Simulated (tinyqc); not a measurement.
Threshold-voltage variability of a planar MOSFET, analytic estimates: one step of the calculation.

Three independent sources add in quadrature: random dopants in the depleted layer, metal-gate grains of two orientations, and roughness of the two gate edges acting through the roll-off VT = VT(long) - Vr exp(-L/l). These are first-order estimates: no three-dimensional electrostatics, no percolation.

Task. Margin in standard deviations for the wanted yield. Cells fail independently with probability Q(k) = erfc(k/sqrt(2))/2 when the margin is k standard deviations, and Y = exp(-Nb Q(k)). phi = exp(-k^2/2)/sqrt(2 pi). Newton steps on ln Q(k) = ln(-ln(Y)/Nb): k(new) = k + [ln Q - ln(-ln(Y)/Nb)] Q/phi.

Parameters, values chosen for the exercise:
- Nb = 8388608 (number of cells)
- Y = 0.99 (wanted yield)

k at the start = 4

Give: Q(k); phi; k after iteration 1.

Result.

Q(k) = 3.167e-5
phi = 1.338e-4
k after iteration 1 = 6.410

Computed by the program tinyqc: `OMP_NUM_THREADS=1 python tinyqc.py 2090105 2090106 out.jsonl`, one thread of a shared Intel Xeon 2.30GHz, about 0.01 s for the whole run.
